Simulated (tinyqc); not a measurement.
Energy and delay of logic against supply voltage: one step of the calculation.

One expression serves below and above threshold: I(Vg) = Ik [ln(1 + exp((Vg - VT + dd V)/(al nf Vt)))]^al, with I_on = I(V) and I_off = I(0). Gate delay td = kd C V/I_on, clock period LD td. Per gate and cycle the switching energy is act C V^2 and the leakage energy I_off V LD td. No short-circuit current, no variation. Minima are sought above 0.09 V; below a few Vt gates no longer switch and the model has no meaning.

Problem. New V. Minimum-energy supply: E(V) is the energy per gate and cycle; with h = 0.001 V, E' = (E(V + h) - E(V - h))/(2 h), E'' = (E(V - h) - 2 E(V) + E(V + h))/h^2, V(new) = V - E'/E''.

Parameters, values chosen for the exercise; values of the order met in logic technologies: temperature T = 300 K; threshold voltage at zero drain bias VT = 0.43 V; slope factor nf = 1.42; barrier lowering per volt of supply dd = 0.07; specific current of a gate Ik = 1.3 uA; exponent of the current law al = 1.69; load capacitance of a gate C = 0.35 fF; delay factor kd = 0.8; logic depth LD = 30; activity factor act = 0.02.

Constants: q = 1.602176634e-19 C, kB = 1.380649e-23 J/K, Vt = kB T/q. Results are converted to the units shown.

V at the start = 0.27 V

Wanted: E'; E''; V after iteration 1.

Solution.

E' = -4.0653 aJ/V
E'' = 156.44 aJ/V^2
V after iteration 1 = 0.29599 V

tinyqc, about 0.01 s, one thread, Intel Xeon 2.30GHz (shared host): `OMP_NUM_THREADS=1 python tinyqc.py 2082160 2082161 out.jsonl`
